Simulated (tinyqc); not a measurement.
One electron in a tunnel-coupled double dot: charge qubit, sensing and quantum capacitance: one step of the calculation.

Basis (left, right), H = [[ep/2, tc], [tc, -ep/2]], splitting Om = sqrt(ep^2 + 4 tc^2), ep = al times the gate voltage. In equilibrium the electron is on the right with the chance P_R = [1 + (ep/Om) tanh(Om/2 kB T)]/2.

Question. Dephasing by charge noise. Noise in ep shifts Om by (ep/Om) d + (2 tc^2/Om^3) d^2. For Gaussian d of deviation se the spread of Om is sqrt[(ep se/Om)^2 + 2 (2 tc^2 se^2/Om^3)^2], and T2* is estimated as sqrt(2) hbar/spread; Om T2*/h counts the oscillations within T2*.

Inputs (values chosen for the exercise): tunnel coupling tc = 4 ueV; deviation of quasi-static detuning noise se = 1.4 ueV; detuning ep = -8 ueV.

Constants: q = 1.602176634e-19 C, hbar = 1.054571817e-34 J s, h = 6.62607015e-34 J s. Results are converted to the units shown.

Give: first-order spread; second-order spread; T2*; oscillations within T2*.

Answer.

first-order spread = 0.98995 ueV
second-order spread = 0.061250 ueV
T2* = 0.93851 ns
oscillations within T2* = 2.5674

At ep = 0 the first-order term vanishes and T2* would be 5.37 ns.

Program tinyqc, `OMP_NUM_THREADS=1 python tinyqc.py 2470024 2470025 out.jsonl`; Intel Xeon 2.30GHz, shared host, one thread, about 0.01 s.
